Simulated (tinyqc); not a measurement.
Inside a calculation. Method: plane-wave Kohn-Sham cycle with exchange-only LDA in a layered model solid. One step of it, computed by the program tinyqc.

Task: Iteration 1: potential. V_H(G) = 4 pi rho(G)/G^2 for G != 0 (uniform background); v_x = -(3 rho/pi)^(1/3); V = V_ext + V_H + v_x; Fourier components f(G_m) = (1/N) sum_j f(x_j) exp(-i G_m x_j).

A solid whose potential varies along x alone (atomic units):

| parameter | value |
|---|---|
| period a | 5.400000 |
| cross-section of the cell | 36.000000 |
| electrons per cell | 4 |
| grid points | 16 |
| plane waves -n..n, n | 2 |
| k points | 4 |
| V1 in V1 cos(2 pi x/a) | -0.360000 |

density at the start, on the grid x_j = j a/N (e/bohr^3): 0.02057613  0.02057613  0.02057613  0.02057613  0.02057613  0.02057613  0.02057613  0.02057613  0.02057613  0.02057613  0.02057613  0.02057613  0.02057613  0.02057613  0.02057613  0.02057613

Give: Potentials on the grid; V(G_m), m = 0, 1, 2, ....

Result:

Potentials on the grid (hartree):

| x | V_ext | V_H | v_x | V |
|---|---|---|---|---|
| 0.0000 | -0.3600 | 0.0000 | -0.2698 | -0.6298 |
| 0.3375 | -0.3326 | 0.0000 | -0.2698 | -0.6024 |
| 0.6750 | -0.2546 | 0.0000 | -0.2698 | -0.5244 |
| 1.0125 | -0.1378 | 0.0000 | -0.2698 | -0.4076 |
| 1.3500 | 0 | 0.0000 | -0.2698 | -0.2698 |
| 1.6875 | 0.1378 | 0.0000 | -0.2698 | -0.1321 |
| 2.0250 | 0.2546 | 0.0000 | -0.2698 | -0.0153 |
| 2.3625 | 0.3326 | 0.0000 | -0.2698 | 0.0628 |
| 2.7000 | 0.3600 | 0.0000 | -0.2698 | 0.0902 |
| 3.0375 | 0.3326 | 0.0000 | -0.2698 | 0.0628 |
| 3.3750 | 0.2546 | 0.0000 | -0.2698 | -0.0153 |
| 3.7125 | 0.1378 | 0.0000 | -0.2698 | -0.1321 |
| 4.0500 | 0 | 0.0000 | -0.2698 | -0.2698 |
| 4.3875 | -0.1378 | 0.0000 | -0.2698 | -0.4076 |
| 4.7250 | -0.2546 | 0.0000 | -0.2698 | -0.5244 |
| 5.0625 | -0.3326 | 0.0000 | -0.2698 | -0.6024 |

V(G_m), m = 0, 1, 2, ... (hartree): -0.2698  -0.1800  0.0000  0.0000  0.0000
